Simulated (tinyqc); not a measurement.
Schottky barrier with interface states (Cowley-Sze model), image lowering and contact resistance: one step, computed by the program tinyqc. Command: `OMP_NUM_THREADS=1 python tinyqc.py 3030720 3030721 out.jsonl pinning walk`. One thread of a shared host (Intel(R) Xeon(R) Processor @ 2.30GHz), about 0.01 s of CPU time with the checks.

An n-type semiconductor under a metal. The barrier lies between the Schottky-Mott limit phi_M - chi and the Bardeen limit E_g - E_n, E_n being the neutrality level of the interface states; the space-charge term of the full Cowley-Sze expression is left out.

Task: Tunnelling scale and contact resistivity. A* = 4 pi e m_e M_c k_B^2/h^3 (a simple valley count); J_s = A* T^2 exp(-phi/k_B T). E_00 = (e hbar/2) sqrt(N/(m_e eps_s eps_0)), E_0 = E_00 coth(E_00/k_B T); scaling form of the contact resistivity rho_c = (k_B/(e A* T)) exp(phi_B/E_0), which is the thermionic result when E_00 << k_B T and keeps only the leading exponential of tunnelling when E_00 >> k_B T; image lowering is left out of it.

Inputs (values chosen for the exercise, with gap, mass and screening modelled on GaAs): dielectric constant eps_s = 12.9; electron mass m_e = 0.0667 m_0; valleys M_c = 1; donor density N = 2.7e+15 cm^-3; temperature T = 300 K.

Pinning factor from: Moench relation.

barrier phi_B = 0.6445455 eV

Constants: k_B = 8.617333262e-05 eV/K; hbar = 1.054571817e-34 J s; m_0 = 9.1093837015e-31 kg; eps_0 = 8.8541878128e-12 F/m; e = 1.602176634e-19 C; k_B = 1.380649e-23 J/K; h = 6.62607015e-34 J s.

Give: E_00; E_00/k_B T; E_0; contact resistivity rho_c.

Result:

E_00 = 0.001040 eV

E_00/k_B T = 0.04023

E_0 = 0.02587 eV

contact resistivity rho_c = 2379 ohm cm^2

With the usual bounds 0.5 and 5 on E_00/k_B T the regime is thermionic emission; so large a rho_c means a blocking contact.
